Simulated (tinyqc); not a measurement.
A longer run and its error bar: q-state Potts model on a small periodic square lattice: enumeration, Metropolis, heat-bath and Wolff steps. Computed by tinyqc, a small Python program. Command: `OMP_NUM_THREADS=1 python tinyqc.py 3110548 3110549 out.jsonl potts walk`. One thread of a shared host (Intel(R) Xeon(R) Processor @ 2.30GHz), about 0.1 s of CPU time with the checks.

E = -J x (number of nearest-neighbour bonds with equal states); n x n sites with periodic edges have 2 n^2 bonds. Order parameter m = (q f - 1)/(q - 1), f being the largest share of one state. Sites are numbered row by row from 0. Here q = 2 and n = 4.

Inputs (values chosen for the exercise, for a model of domains or grain orientations):

| quantity | value | unit |
|---|---|---|
| number of states q | 2 | - |
| edge n | 4 | - |
| coupling J | 71 | meV |
| temperature T | 910 | K |
| seed | 82001 | - |

Update: heat bath.

Constants: k_B = 8.617333262e-05 eV/K.

Method:
- K = J/(k_B T); the infinite square lattice orders at K_c = ln(1 + sqrt(q)); Wolff bond probability p = 1 - exp(-K).
- All q^(n^2) states are counted by their number b of equal bonds; weights g(b) exp(K b), K = J/(k_B T). Per site: u = -J <b>/n^2, c/k_B = K^2 (<b^2> - <b>^2)/n^2.
- ln Z = ln sum g(b) exp(K b); entropy per site s/k_B = (ln Z - K <b>)/n^2.
- After 400 updates are discarded, b is recorded for 4000 sweeps of n^2 steps of the update named (random numbers not printed, so these rows are one sample). Records are averaged in blocks; the error is the scatter of block means over sqrt(number of blocks), and the last column its square over that for single records.

start states:
```
   1  2  3  4
1  1  0  1  1
2  0  0  0  1
3  0  1  1  1
4  1  0  1  1
```

K = 0.905407

<b> = 28.8960

Blocking:

| block length | mean b | error | variance ratio |
|---|---|---|---|
| 1 | 28.7505 | 0.06243 | 1.0000 |
| 4 | 28.7505 | 0.10364 | 2.7563 |
| 16 | 28.7505 | 0.14184 | 5.1623 |
| 40 | 28.7505 | 0.15851 | 6.4472 |
| 100 | 28.7505 | 0.16796 | 7.2394 |

The run gives 28.750 +/- 0.159 (blocks of 40) against the exact 28.896, a difference of 0.9 error bars. Single records understate the error by a factor of about 2.5, because successive records are correlated.

Extremes, crossings and ranges named in words are read from the listed rows.
